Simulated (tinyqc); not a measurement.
Inside a calculation. Model: thermal boundary conductance by the acoustic and diffuse mismatch models. Computed by tinyqc, a small Python program that keeps every step. Command: `OMP_NUM_THREADS=1 python tinyqc.py 3010417 3010418 out.jsonl kapitza walk`. One thread of a shared host (Intel(R) Xeon(R) Processor @ 2.30GHz), about 0.01 s of CPU time with the checks. Intermediate numbers are printed to about 7 digits and carried at full precision; extremes and crossings named in words are read from the listed rows.

Each side has one longitudinal and two transverse Debye branches, omega = v q up to q_D = (6 pi^2 n)^(1/3), with n counting all atoms. Scattering at the interface is elastic. Electrons are left out of G, also for metals. Melting is ignored. G refers to the temperatures of the phonons sent towards the interface. Linear branches over all atoms overstate G at high T, most for crystals with several atoms a cell.

Inputs (values chosen for the exercise, for two model solids):

| quantity | value | unit |
|---|---|---|
| density rho_1 | 5.81 | g/cm^3 |
| longitudinal velocity vL_1 | 6840 | m/s |
| transverse velocity vT_1 | 4640 | m/s |
| atom density n_1 | 114 | 1/nm^3 |
| conductivity kappa_1 | 3.24 | W/(m K) |
| density rho_2 | 10.3 | g/cm^3 |
| longitudinal velocity vL_2 | 11800 | m/s |
| transverse velocity vT_2 | 5650 | m/s |
| atom density n_2 | 117 | 1/nm^3 |
| conductivity kappa_2 | 9.81 | W/(m K) |
| temperature T | 300 | K |
| thickness d_1 | 5.5 | nm |
| thickness d_2 | 5200 | nm |
| heat flux J | 4.2 | kW/cm^2 |

Structure: film on a substrate.

Constants: hbar = 1.054571817e-34 J s; k_B = 1.380649e-23 J/K.

## Cut-off frequencies and impedances

omega_c = v q_D for each branch, given as hbar omega_c/k_B; impedance Z = rho v.

Branches:

| branch | v (m/s) | cut-off (K) | Z (1e6 kg/(m^2 s)) |
|---|---|---|---|
| L, side 1 | 6840 | 987.418 | 39.7404 |
| T, side 1 | 4640 | 669.827 | 26.9584 |
| L, side 2 | 11800 | 1718.253 | 121.5400 |
| T, side 2 | 5650 | 822.723 | 58.1950 |

## Acoustic mismatch: transmission of each branch

No mode conversion. t(theta) = 4 Z_1 Z_2 cos(theta_1) cos(theta_2)/N^2, with N = Z_2 cos(theta_1) + Z_1 cos(theta_2) for L (the form for pressure waves) and N = Z_1 cos(theta_1) + Z_2 cos(theta_2) for both T branches (the form for shear waves polarised along the interface); sin(theta_2) = (v_2/v_1) sin(theta_1), and t = 0 beyond the critical angle arcsin(v_1/v_2); the mean over the incoming flux is alpha = 2 int t sin(theta_1) cos(theta_1) d theta_1 (64 Gauss-Legendre points).

Transmission:

| branch | t at normal incidence | largest angle from side 1 (deg) | alpha, 1 to 2 | alpha, 2 to 1 |
|---|---|---|---|---|
| L | 0.7427596 | 35.42670 | 0.2011750 | 0.5987228 |
| T | 0.8654377 | 55.20901 | 0.6161981 | 0.9136530 |

For L waves from side 1 the critical cone of 35 degrees bounds the transmission; the mean is 0.20 against 0.74 at normal incidence. For T waves from side 1 the critical cone of 55 degrees bounds the transmission; the mean is 0.62 against 0.87 at normal incidence.

## Diffuse mismatch: transmission at low frequency

A phonon forgets its side and branch: alpha(1 to 2) = S_2/(S_1 + S_2), S_i = 1/vL_i^2 + 2/vT_i^2.

S_1 = 1.142695e-07 s^2/m^2

S_2 = 6.983358e-08 s^2/m^2

diffuse alpha, 1 to 2 = 0.3793179

## Boundary conductance

G = (k_B^4 T^3/(8 pi^2 hbar^3)) int W(x) x^4 e^x/(e^x - 1)^2 dx, x = hbar omega/(k_B T). Acoustic mismatch: W = sum over the three branches of alpha(1 to 2)/v_1^2, each up to the lower of its two cut-offs. Diffuse mismatch: W = S_1 S_2/(S_1 + S_2), where S_i sums 1/v^2 over the branches of side i still below their cut-off. Radiation limit: W = min(S_1, S_2). The integral is split at the four cut-offs (64 Gauss-Legendre points a piece, x at most 45). Boundary resistance R = 1/G and Kapitza length kappa_2/G use the diffuse value.

G, acoustic mismatch = 2108.395 MW/(m^2 K)

G, diffuse mismatch = 1817.771 MW/(m^2 K)

G, radiation limit = 2788.485 MW/(m^2 K)

boundary resistance R = 0.5501243 m^2 K/GW

Kapitza length in side 2 = 5.396719 nm

The diffuse value is 0.86 times the acoustic one and 65 % of the radiation limit. Diffuse scattering lowers G here: it sends back a share of the phonons that specular transmission lets pass. Caution: at this temperature short waves carry the heat; linear branches up to q_D overstate their velocity, and inelastic processes, left out here, grow with T.

## Conductance against temperature

The formulas are those given above.

G (MW/(m^2 K)):

| T (K) | acoustic mismatch | diffuse mismatch | radiation limit |
|---|---|---|---|
| 2 | 0.005018153 | 0.003534326 | 0.005694262 |
| 5 | 0.07840863 | 0.05522385 | 0.08897284 |
| 10 | 0.6272691 | 0.4417908 | 0.7117827 |
| 20 | 5.018153 | 3.534326 | 5.694262 |
| 40 | 40.13745 | 28.27088 | 45.54743 |
| 80 | 298.9031 | 214.3210 | 343.8232 |
| 150 | 1101.089 | 863.3072 | 1355.246 |
| 300 | 2108.395 | 1817.771 | 2788.485 |
| 600 | 2590.539 | 2320.642 | 3526.755 |
| 1000 | 2716.340 | 2456.108 | 3724.109 |

All three follow T^3 at the cold end (exponent 3.00 for the diffuse model) and flatten at high T (exponent 0.11 at the hot end); the lowest cut-off is 670 K. The ratio of diffuse to acoustic goes from 0.70 to 0.90. The plateau is set by the frequencies that both sides share.

## Temperature rise through the stack

In series: Delta T = J (d_1/kappa_1 + R + d_2/kappa_2), with bulk conductivities in the layers and one-dimensional flow.

temperature drops (K): film 0.07129630, interface 0.02310522, substrate 22.26300

total rise Delta T = 22.35740 K

interface share of film plus interface = 0.2447548

The substrate takes the largest drop, 100 % of the total. Caution: layers this thin are often below the phonon free path, where bulk conductivities and independent interfaces no longer hold.

Checks made by the program: detailed balance alpha_12/v_1^2 = alpha_21/v_2^2 (relative difference below 1e-10); low-temperature limit G = pi^2 k_B^4 T^3 alpha S_1/(30 hbar^3) (relative difference below 1e-10).
